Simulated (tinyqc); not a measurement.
Inside a calculation. Method: plane-wave Kohn-Sham cycle with exchange-only LDA in a layered model solid. One step of it, computed by the program tinyqc.

Question. Iteration 1: levels at that k. Diagonalise the Hermitian matrix.

H (hartree), lower triangle:
```
           -2         -1         +0         +1        +2
-2   2.881461
-1  -0.190000   0.332493
+0   0.000000  -0.190000  -0.177301
+1   0.000000   0.000000  -0.190000   1.352080
+2   0.000000   0.000000   0.000000  -0.190000  4.920635
```

Give: eigenvalues.

Answer.

eigenvalues (hartree): -0.2617  0.3789  1.3658  2.8956  4.9307
